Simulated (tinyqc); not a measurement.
# Worked calculation: resistive crossbar, vector-matrix product with wire resistance

Computed by the program tinyqc: `OMP_NUM_THREADS=1 python tinyqc.py 2880047 2880048 out.jsonl`, one thread of a shared Intel Xeon 2.30GHz, about 0.02 s for the whole run. Printed values are rounded.

2 rows and 2 columns. Cell (i, j) joins row node wij to column node bij. Each row is driven at its left end through one wire segment rw; neighbouring nodes along a row or a column are joined by rw; each column ends below the last row in one more rw and a virtual ground, where its current is read. Ideal output: I_j = sum_i V_i G_ij.

Inputs (values chosen for the exercise):
- rw = 200 ohm (wire resistance between neighbouring cells)
- V = [0.16, 0.13] V (input voltages of the rows)

## The nodal equations

cell conductances G (uS):

|  | column 1 | column 2 |
|---|---|---|
| row 1 | 51 | 14 |
| row 2 | 13 | 42 |

Kirchhoff current law at every node, A x = b: A holds the sum of the conductances at a node on the diagonal and minus the conductance between two nodes off it (wire conductance 1/rw); b = V_i/rw at the first node of row i.

A (uS):

|  | w11 | w12 | w21 | w22 | b11 | b12 | b21 | b22 |
|---|---|---|---|---|---|---|---|---|
| w11 | 10051.0 | -5000 | 0 | 0 | -51 | 0 | 0 | 0 |
| w12 | -5000 | 5014 | 0 | 0 | 0 | -14 | 0 | 0 |
| w21 | 0 | 0 | 10013.0 | -5000 | 0 | 0 | -13 | 0 |
| w22 | 0 | 0 | -5000 | 5042 | 0 | 0 | 0 | -42 |
| b11 | -51 | 0 | 0 | 0 | 5051 | 0 | -5000 | 0 |
| b12 | 0 | -14 | 0 | 0 | 0 | 5014 | 0 | -5000 |
| b21 | 0 | 0 | -13 | 0 | -5000 | 0 | 10013.0 | 0 |
| b22 | 0 | 0 | 0 | -42 | 0 | -5000 | 0 | 10042.0 |

b (uA): w11 800, w12 0, w21 650, w22 0, b11 0, b12 0, b21 0, b22 0

## Node voltages and column currents

Solve A x = b; I_j = b2j/rw.

row nodes (mV): w11 157.988, w12 157.553, w21 128.612, w22 127.553
column nodes (mV): b11 3.48138, b12 1.93037, b21 1.90541, b22 1.49463
column currents (uA): column 1 9.52703, column 2 7.47315

## Error against the ideal product

Ideal I_j = sum_i V_i G_ij; error = I/ideal - 1.

ideal currents (uA): column 1 9.85, column 2 7.7
error (%): column 1 -3.279, column 2 -2.946

The largest error is in column 1. All currents fall short, since the wires take part of the voltage.
